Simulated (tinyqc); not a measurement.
Inside a calculation. Model: finite-size error of a charged defect in a periodic cell: Madelung and Makov-Payne terms. Computed by tinyqc, a small Python program that keeps every step. Command: `OMP_NUM_THREADS=1 python tinyqc.py 3031110 3031111 out.jsonl imagecharge walk`. One thread of a shared host (Intel(R) Xeon(R) Processor @ 2.30GHz), about 0.05 s of CPU time with the checks. Intermediate numbers are printed to about 5 digits and carried at full precision; extremes and crossings named in words are read from the listed rows.

L is the cube root of the cell volume. The defect charge is a Gaussian, rho(r) = q (2 pi sigma^2)^(-3/2) exp(-r^2/2 sigma^2), repeated periodically in a uniform neutralising background and screened by a continuum. The model cell energy is E(L) = E_0 + [periodic - isolated electrostatic energy].

Inputs (values chosen for the exercise, for a model uniaxial host):

| quantity | value | unit |
|---|---|---|
| charge q | 1 | e |
| cell length L | 12.9 | angstrom |
| dielectric constant eps_xy | 8.61 | - |
| dielectric constant eps_z | 16.7 | - |
| axis ratio c/a | 1.27 | - |
| width sigma of the defect charge | 1 | angstrom |
| formation energy of the isolated defect E_0 | 2.29 | eV |

Supercell lattice: tetragonal. Screening: uniaxial.

scatter added to the six cells, standing for numerical noise (meV): 0.22  -2.8  5.8  0.098  0.31  2.3

Constants: e^2/(4 pi eps_0) = 14.39964548 eV angstrom.

## The cell

Cell vectors: (1,0,0), (0,1,0), (0,0,c/a), scaled to volume L^3.

cell vectors (rows) (angstrom):
```
        1       2       3
1  11.912   0.000   0.000
2   0.000  11.912   0.000
3   0.000   0.000  15.128
```

nearest image = 11.912 angstrom

## Madelung energy

Ewald sum for a unit point charge: scale each Cartesian component of the cell by 1/sqrt(eps_i), giving R', G' and V'; E = [ (1/2) sum erfc(eta R')/R' + (2 pi/V') sum exp(-G'^2/4 eta^2)/G'^2 - eta/sqrt(pi) - pi/(2 V' eta^2) ] e^2/(4 pi eps_0) / sqrt(eps_x eps_y eps_z), over n_i = -6..6, omitting n = (0,0,0), eta = 2/V'^(1/3). alpha = -2 E eps_g L/(e^2/(4 pi eps_0)), eps_g = (eps_x eps_y eps_z)^(1/3).

terms for a unit charge (eV): real space 0.00161, reciprocal 0.00946, self -0.11730, background -0.04082

Madelung constant alpha = 2.8292

point-charge correction -q^2 E = 0.14706 eV

Cubic cells have alpha = 2.837 (sc) to 2.888 (fcc, bcc); this cell is near that range.

## Energy of the smeared charge in the cell

Periodic energy of the Gaussian: (2 pi q^2/V) sum_(G != 0) exp(-sigma^2 G^2)/(G.eps.G) x e^2/(4 pi eps_0), n_i = -k..k with k = max(9, L/sigma rounded up). Isolated energy: q^2/(2 sqrt(pi) sigma) <1/(n.eps.n)> e^2/(4 pi eps_0), the mean over directions n (64 Gauss-Legendre points in cos(theta)).

periodic energy = 0.23153 eV

isolated energy = 0.37468 eV

finite-size error = -0.14315 eV

E(L) = 2.1468 eV

## A series of cells

Cells of the same shape with L scaled by 0.7, 0.85, 1, 1.25, 1.5 and 2; the scatter is added to E(L). The point-charge correction scales as 1/L from its value at the input L.

Scaling data:

| L (angstrom) | 1/L (1/angstrom) | E(L) (eV) | E(L) + point-charge correction (eV) |
|---|---|---|---|
| 9.030 | 0.11074 | 2.0916 | 2.3017 |
| 10.965 | 0.09120 | 2.1206 | 2.2936 |
| 12.900 | 0.07752 | 2.1526 | 2.2997 |
| 16.125 | 0.06202 | 2.1744 | 2.2921 |
| 19.350 | 0.05168 | 2.1934 | 2.2915 |
| 25.800 | 0.03876 | 2.2193 | 2.2928 |

## Ways to reach the isolated limit

Least-squares fits of E(L) to a + b/L, a + c/L^3 or a + b/L + c/L^3; the estimate is a, and errors are against E_0.

Estimates of E_0:

| way | estimate (eV) | error (meV) |
|---|---|---|
| largest cell, uncorrected | 2.2193 | -70.74 |
| largest cell, point-charge term | 2.2928 | 2.79 |
| 1/L fit, three smallest | 2.2905 | 0.49 |
| 1/L fit, all six | 2.2864 | -3.63 |
| 1/L^3 fit, all six | 2.2051 | -84.92 |
| 1/L and 1/L^3, three smallest | 2.4453 | 155.33 |
| 1/L and 1/L^3, all six | 2.2913 | 1.33 |
| corrected data, 1/L^3 fit | 2.2918 | 1.77 |

coefficient b of the full fit = -1.8875 eV angstrom

Best here: 1/L fit, three smallest (+0.5 meV); worst: 1/L and 1/L^3, three smallest (+155 meV). The fitted b is 99.5 % of the Madelung value -q^2 alpha e^2/(8 pi eps_0 eps_g), so such a fit also measures the screening. The three-term fit to three small cells has no spare point and magnifies the scatter.

## One dielectric constant for an anisotropic host?

The same sum with an isotropic constant in place of the tensor, the means being taken over (eps_xy, eps_xy, eps_z); errors against the tensor result.

Point-charge correction:

| constant | value | correction (eV) | error (meV) |
|---|---|---|---|
| eps_xy | 8.610 | 0.18024 | 33.181 |
| eps_z | 16.700 | 0.09292 | -54.131 |
| arithmetic mean | 11.307 | 0.13725 | -9.806 |
| geometric mean | 10.738 | 0.14452 | -2.532 |
| harmonic mean | 10.268 | 0.15113 | 4.077 |

The tensor gives 0.1471 eV. Closest is geometric mean (-2.5 meV) and furthest eps_z (-54.1 meV); anisotropy also changes the effective shape of the cell, which no single constant captures.

Checks made by the program: the same sum with another eta (relative difference below 1e-10).
